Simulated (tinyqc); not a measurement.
Rise against time: self-heating of a transistor with one or more fingers, with temperature-dependent conductivity. Computed by tinyqc, a small Python program. Command: `OMP_NUM_THREADS=1 python tinyqc.py 3009416 3009417 out.jsonl selfheat walk`. One thread of a shared host (Intel(R) Xeon(R) Processor @ 2.30GHz), about 0.05 s of CPU time with the checks.

N long parallel fingers lie on the top face of a slab whose bottom is held at T_0; the top is otherwise insulated, and heat flows in two dimensions. P in W/mm is 1000 P in W/m.

Inputs (values chosen for the exercise, modelled on gallium arsenide): conductivity at the base temperature kappa_0 = 44.4 W/(m K); power per gate width P = 0.25 W/mm; fingers N = 2; finger pitch s = 14 micrometre; width of the heat source w = 0.12 micrometre; substrate thickness t = 84 micrometre; heat capacity C = 1.74 1e6 J/(m^3 K); pulse length = 0.33 microsecond.

Power: power rises with temperature.

Method:
- A line source of power P on the top face raises the top at distance x by (P/(pi kappa_0)) g(x), g(x) = -ln tanh(pi x/(4 t)) (the image sum for the slab). On a strip of width w the centre sees the mean of g over the strip, g_0 = 1 + ln(8 t/(pi w)) for w much below t.
- theta_i = (P/(pi kappa_0)) [g_0 + sum over j != i of g(|i - j| s)], with equal powers and constant conductivity; thermal resistance = largest theta/P.
- After switching on, theta(tau) = (P D/kappa_0) int_0^tau X(u) Z(u) du at the hottest finger, D = kappa_0/C; X = sum over fingers at distance x of [erf((x + w/2)/r) - erf((x - w/2)/r)]/(2 w), Z = sum_(j=-200..200) (-1)^j exp(-(2 j t/r)^2)/sqrt(pi D u), r = 2 sqrt(D u); trapezoid rule on 300 points evenly spaced in ln u from u_0 = 1e-3 min(tau, w^2/D) to tau, plus the exact piece 2 sqrt(u_0/(pi D))/w below u_0. Conductivity and power are held at their base values here, and Fourier's law is used even where the diffusion length is near a phonon free path.

diffusivity D = 25.5172 micrometre^2/microsecond

theta of each finger (K): [18.8635, 18.8635]

largest theta = 18.8635 K

Heating curve:
```
time (microsecond)  sqrt(D time) (micrometre)  rise (K)  share of the steady rise
2.80e-04                             0.084527    3.1685                     0.168
0.0028                                0.26730    5.1988                    0.2756
0.028                                 0.84527    7.2589                    0.3848
0.28                                   2.6730    9.3221                    0.4942
2.8                                    8.4527     11.73                    0.6218
14                                     18.901     14.21                    0.7533
55                                     37.463     16.57                    0.8784
170                                    65.863    18.281                    0.9691
410                                    102.28    18.814                    0.9974
```

What follows from these numbers?

Half the steady rise is reached between 0.28 and 2.8 microseconds, and the last row holds 99.7 % of it; the slowest time constant is 4 t^2/(pi^2 D) = 112 microseconds. While the diffusion length lies between w and the pitch or thickness, the rise grows as the logarithm of time; once it nears the pitch of 14 micrometre the neighbours add their heat.

Extremes, crossings and ranges named in words are read from the listed rows.
